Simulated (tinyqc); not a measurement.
Global model of a low-pressure process discharge: electron temperature, density, ion flux and ion energy: one step, computed by the program tinyqc.

Maxwellian electrons with temperature T_e in eV, one positive ion, no negative ions, uniform bulk density n; rate constants have the Arrhenius form.

Problem. Biased electrode. All bias power goes to ions: V_b = P_b/(J pi r^2). Debye length at the sheath edge lambda_D = sqrt(eps_0 T_e/(e h_L n)); Child-law sheath s = (sqrt2/3) lambda_D (2 V/T_e)^(3/4), V = V_b + V_s; ion transit time tau_i = 3 s sqrt(M/(2 e V)); collisions in the sheath s/lambda_i.

Inputs (values chosen for the exercise, of the order of those of an inductive discharge in a simple atomic gas): ion mass M = 40 u; gas temperature T_g = 300 K; radius R = 19 cm; height L = 16 cm; bias power P_b = 19 W; radius of the biased electrode = 7.5 cm; bias frequency = 2 MHz.

ion current density J = 2.451759 mA/cm^2

T_e = 1.442220 eV

h_L = 0.1522789

plasma density n = 5.387798e+11 1/cm^3

wall potential V_s = 6.748998 V

ion mean free path = 0.2768681 cm

Constants: eps_0 = 8.8541878128e-12 F/m; e = 1.602176634e-19 C; u = 1.6605390666e-27 kg.

Give: bias voltage V_b; lambda_D; sheath width s; ion transit time; transit time over bias period; s/lambda_i.

Solution.

bias voltage V_b = 43.85 V

lambda_D = 31.17 micrometre

sheath width s = 0.3562 mm

ion transit time = 68.40 ns

transit time over bias period = 0.1368

s/lambda_i = 0.1287

Ions cross within a small part of a period and sample the instantaneous voltage: a broad, two-peaked energy distribution.  Caution: at so short an ion path the formulas for h_L and h_R give way to the ambipolar-diffusion limit.
